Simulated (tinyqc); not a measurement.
Film, cylinder and sphere at the same misfit: thermal stress, cracking, delamination and buckling of a thin film; Griffith cracks and misfitting inclusions. Computed by tinyqc, a small Python program. Command: `OMP_NUM_THREADS=1 python tinyqc.py 3027159 3027160 out.jsonl filmcrack walk`. One thread of a shared host (Intel(R) Xeon(R) Processor @ 2.30GHz), about 0.01 s of CPU time with the checks.

Isotropic linear elasticity; the substrate is much thicker than the film; stress is positive in tension.

Inputs (values chosen for the exercise, modelled on a porous low-k oxide on silicon): film Young's modulus E = 8.35 GPa; film Poisson ratio nu = 0.24; film expansion alpha_f = 11.6 1e-6/K; substrate expansion alpha_s = 3 1e-6/K; deposition temperature T_d = 525 K; final temperature T = 300 K; intrinsic stress = 4.1 MPa; film thickness h = 1.1 micrometre; substrate Young's modulus E_s = 158 GPa; substrate Poisson ratio nu_s = 0.21.

Method. Thermal strain = (alpha_f - alpha_s)(T_d - T); stress = E/(1 - nu) x strain + intrinsic stress; plane-strain modulus Ebar = E/(1 - nu^2); G0 = stress^2 h/(2 Ebar) is the energy freed per area when a long strip loses its stress across its width. Thermal misfit e alone, mean stress = trace/3 and largest difference of principal stresses inside. Film: E e/(1 - nu) in two directions, 0 in the third. Cylinder: s0 = (1 + nu) e/[(1 + nu)(1 - 2 nu)/E + (1 + nu_s)/E_s] twice and s_zz = E e + 2 nu s0. Sphere: e/[(1 - 2 nu)/E + (1 + nu_s)/(2 E_s)] three times.

thermal strain = 0.001935

Stresses inside (MPa):
```
shape         s1      s2      s3    mean  largest difference
film      21.260  21.260   0.000  14.173              21.260
cylinder  28.268  28.268  29.726  28.754               1.458
sphere    29.272  29.272  29.272  29.272               0.000
```

The mean stress in size is 14 MPa in the film, 29 in the cylinder and 29 in the sphere, while the largest difference, twice the largest shear stress, goes from 21 through 1 to 0. In a ductile solid shear can relax by slip and hydrostatic stress cannot, so a confined metal builds up the triaxial stress that opens voids.

Extremes, crossings and ranges named in words are read from the listed rows.
